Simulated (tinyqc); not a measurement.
# Series resistance and length offset from two lengths at two overdrives

Inverse problem. In strong inversion R W = Rsd + k(x)(L - dL), k(x) = (1 + th1 x)/(mu0 Cox x), x the overdrive, Cox = eps0 eox/tox, with Rsd and dL independent of x. Find dL, Rsd, mu0 and th1.

Inputs (values chosen for the exercise):
```
symbol  value  unit                                                                 meaning
eox       3.9        relative permittivity of the gate insulator (close to silicon dioxide)
tox         8    nm                                                     insulator thickness
```

Constants: eps0 = 8.8541878128e-14 F/cm where lengths are in cm. Results are converted to the units shown.

total resistance times width (ohm um):
```
                  L = 0.1 um    L = 1 um
overdrive 0.58 V  2989.72105  30431.0660
overdrive 0.98 V  2109.32855  19768.5347
```

Answer. At each overdrive R W is a straight line in L; the two lines cross at L = dL, R W = Rsd. Their slopes give k x = (1 + th1 x)/(mu0 Cox), a straight line in x.

dL = 0.0190 um
Rsd = 520 ohm um
mu0 = 150 cm^2/(V s)
th1 = 0.250 1/V

Computed by the program tinyqc: `OMP_NUM_THREADS=1 python tinyqc.py 2210118 2210119 out.jsonl`, one thread of a shared Intel Xeon 2.30GHz, about 0.01 s for the whole run.
